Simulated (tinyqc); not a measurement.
Three-phonon processes in a diatomic chain: dispersion, energy and momentum conservation, and decay channels of optical phonons: one step, computed by the program tinyqc.

Cell length a, two atoms, one spring constant. x = q a/pi runs from -1 to 1; A and O are the acoustic and optical branches. Matrix elements are not computed: only conservation laws and occupation factors are followed.

Task: Decay of the zone-centre phonon. omega^2 = k (1/m + 1/M) -/+ k sqrt((1/m + 1/M)^2 - 4 sin^2(pi x/2)/(m M)); nu = 15.6333042 THz x sqrt(omega^2) for eV/(angstrom^2 u). O(0) -> A(x) + A(-x) needs nu_A(x) = nu_O(0)/2, which gives sin^2(pi x/2) = (3/16)(m + M)^2/(m M). Full width at half maximum Gamma = Gamma_0 (1 + 2 n), n = 1/(exp(h nu_A/(k_B T)) - 1); lifetime = 1/(2 pi c Gamma).

Inputs (values chosen for the exercise, for a model chain): light mass m = 69.7 u; heavy mass M = 71.1 u; temperature T = 100 K; zero-temperature width Gamma_0 = 0.27 1/cm.

optical top = 10.73631 THz

Constants: h x 1 THz = 4.135667696 meV; k_B = 8.617333262e-05 eV/K; c = 299792458 m/s.

Give: x of the products; their frequency; occupation n; width Gamma; lifetime.

Result:

x of the products = 0.6667

their frequency = 5.368 THz

occupation n = 0.08231

width Gamma = 0.3144 1/cm

lifetime = 16.88 ps
